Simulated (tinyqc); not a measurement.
Worked calculation: kinetics of strain relaxation and threading dislocations in mismatched semiconductor layers. Computed by tinyqc, a small Python program that keeps every step. Command: `OMP_NUM_THREADS=1 python tinyqc.py 3031238 3031239 out.jsonl threading walk`. One thread of a shared host (Intel(R) Xeon(R) Processor @ 2.30GHz), about 0.01 s of CPU time with the checks. Intermediate numbers are printed to about 7 digits and carried at full precision; extremes and crossings named in words are read from the listed rows.

60-degree dislocations on {111} planes of a (001) layer, isotropic elasticity. The Schmid factor is 1/sqrt(6), and a misfit segment relieves strain with b/2.

Inputs (values chosen for the exercise, modelled on Si(0.8)Ge(0.2) on Si):

| quantity | value | unit |
|---|---|---|
| misfit f | 0.00812 | - |
| shear modulus G | 66 | GPa |
| Poisson ratio nu | 0.27 | - |
| Burgers vector b | 3.88 | angstrom |
| glide activation energy Q | 2.09 | eV |
| velocity prefactor v0 | 38000 | m/s per MPa |
| layer thickness h | 52 | nm |
| anneal temperature T | 840 | K |
| anneal time t | 1300 | s |
| initial thread density rho_0 | 660000 | 1/cm^2 |
| multiplication constant delta | 8200 | 1/m |
| grading rate (misfit per thickness) R_f | 0.012 | 1/micrometre |
| growth temperature of the buffer T_g | 1055 | K |
| growth rate R_g | 3 | nm/s |
| reaction radius r_A | 92 | nm |
| final thickness of a thick uniform layer H | 4.4 | micrometre |
| aspect ratio of a trench | 2.7 | - |

Sources: fixed density of threads.

Constants: k_B = 8.617333262e-05 eV/K.

## Excess stress and glide velocity at the start

Excess resolved stress tau = (1/sqrt 6) [2 G (1 + nu)/(1 - nu)] (e - e_eq), e_eq = b (1 - nu/4) [ln(h/b) + 1]/(4 pi (1 + nu) h), the Matthews-Blakeslee strain of an uncapped layer; glide velocity v = v0 tau exp(-Q/(k_B T)), tau in MPa.

equilibrium strain e_eq = 0.002571390

excess stress tau = 520.1916 MPa

mobility v/tau = 1.097326e-08 m/s per MPa

initial velocity = 5.708196 micrometre/s

The layer carries 3.2 times its equilibrium strain. In the anneal time a thread would run 7400 micrometre at this speed.

## Relaxation in the anneal

Threads run in two directions, so de/dt = -(b/4) rho v, with rho fixed. With x = e - e_eq, x0 = f - e_eq (fully strained at t = 0) and v = m S x (m the mobility, S x = tau): x = x0 exp(-t/t_r), t_r = 4/(b rho_0 m S). The half time is that at which x = x0/2.

strain left e = 0.004928298

share of the excess strain relieved = 57.52256 %

thread density = 660000 1/cm^2

half time = 1052.435 s

Relaxation is under way. The misfit lines laid down are 0.061 micrometre apart. Caution: blocking of threads by crossing misfit lines, left out here, leaves real layers with more strain.

## Anneal temperature

The formulas are those given above.

After the time t:

| T (K) | first velocity (micrometre/s) | relieved (%) | threads (1/cm^2) | half time (s) |
|---|---|---|---|---|
| 720 | 4.640779e-02 | 0.69367 | 660000 | 1.294503e+05 |
| 747 | 1.568060e-01 | 2.32456 | 660000 | 3.831168e+04 |
| 778 | 5.717567e-01 | 8.21858 | 660000 | 1.050710e+04 |
| 804 | 1.566863e+00 | 20.94454 | 660000 | 3.834096e+03 |
| 834 | 4.637533e+00 | 50.12267 | 660000 | 1.295409e+03 |
| 854 | 9.163547e+00 | 74.70289 | 660000 | 6.555871e+02 |
| 883 | 2.328843e+01 | 96.95945 | 660000 | 2.579609e+02 |
| 930 | 9.332411e+01 | 99.99992 | 660000 | 6.437247e+01 |

The half time follows exp(Q/(k_B T)), a decade for each 66 K near 834 K. Relief goes from 21 % at 804 K to 74.7 % at 854 K: with a fixed density the onset is gradual, and more threads relax the layer sooner. Caution: rows with more than 50 % relieved leave out blocking by crossing misfit lines, which slows real layers.

## Graded buffer

In steady grading, strain is fed at R_f R_g and relieved at (b/4) rho v. As a glide-limited estimate, the driving stress is taken as the mean stress of the strained top zone, whose depth z solves R_f z/2 = e_eq(z), with strain R_f z at the surface; tau_g = S R_f z/2 is its mean; then rho = 4 R_f R_g/(b m tau_g), m = v0 exp(-Q/(k_B T_g)), S = (1/sqrt 6) 2 G (1 + nu)/(1 - nu), e_eq(z) = b (1 - nu/4) [ln(z/b) + 1]/(4 pi (1 + nu) z).

depth z of the strained zone = 163.1099 nm

stress tau_g = 91.75101 MPa

thread density of the buffer = 102601.1 1/cm^2

buffer thickness f/R_f = 0.6766667 micrometre

Raising T_g by 50 K would lower this density by a factor 2.8: fast glide lets few threads do the work.

## Thick uniform layer and trapping in a trench

A separate case, a thick relaxed layer. Pair reactions during growth: d rho/dh = -K rho^2 with K = 2 r_A tan(psi) and threads inclined by psi = 45 degrees (the <110> lines of {111} planes), so rho = 1/(K H) for a layer that starts with far more threads than that, as highly mismatched layers do. In a trench along [110] a thread on {111} rises at 54.74 degrees across the width, and leaves through the wall below the height w tan(54.74 degrees) = sqrt(2) w; the share of threads, evenly spread over the floor, that reach the top is max(0, 1 - a/sqrt 2) for the aspect ratio a.

thread density at H = 1.235178e+08 1/cm^2

share that reaches the top = 0

The trench traps all threads that cross it; those that run along it are not trapped. Thickness alone needs 540 micrometre for 1e6 /cm^2. Caution: at this small misfit a layer may start with fewer threads than 1/(K H), which is then only an upper bound.

Checks made by the program: strain against numerical integration (relative difference below 1e-10).
